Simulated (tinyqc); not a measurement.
Velocity overshoot from momentum and energy balance equations after a field step: one step, computed by the program tinyqc. Command: `OMP_NUM_THREADS=1 python tinyqc.py 3018063 3018064 out.jsonl overshoot walk`. One thread of a shared host (Intel(R) Xeon(R) Processor @ 2.30GHz), about 0.03 s of CPU time with the checks.

At t = 0 the field jumps from 0 to F in a uniform sample. v is the drift velocity and u = w - (3/2) k_B T the excess energy per carrier.

Problem. First four steps. dv/dt = e F/m - v/tau_m(u), du/dt = e F v - u/tau_E, tau_m(u) = tau_0/(1 + c u), tau_0 = m mu_0/e, c = mu_0/(e tau_E v_s^2); this choice gives the steady state v (1 + mu_0 F v/v_s^2) = mu_0 F, which saturates at v_s. Step: v_new = v + dt (e F/m - v/tau_m(u)), u_new = u + dt (e F v - u/tau_E). Start v = u = 0; the distance adds dt (v + v_new)/2.

Inputs (values chosen for the exercise, modelled on holes in silicon except for tau_E):

| quantity | value | unit |
|---|---|---|
| energy relaxation time tau_E | 0.47 | ps |
| field after the step F | 37 | kV/cm |
| lattice temperature T | 300 | K |
| time step dt | 3.7 | fs |

Scheme: explicit Euler.

c = 12.08300 1/eV

tau_0 = 102.0002 fs

acceleration e F/m = 0.01668624 1e7 cm/s per fs

Give: Steps.

Solution.

Steps:

| step | t (fs) | v (1e7 cm/s) | u (eV) | tau_m (fs) |
|---|---|---|---|---|
| 1 | 3.7 | 0.06174 | 0 | 102.00 |
| 2 | 7.4 | 0.12124 | 8.4521e-05 | 101.90 |
| 3 | 11.1 | 0.17858 | 2.4983e-04 | 101.69 |
| 4 | 14.8 | 0.23382 | 4.9233e-04 | 101.40 |

After the first step u is still 0, below the drift energy m v^2/2, because the explicit scheme uses the old v: an error of the finite time step.
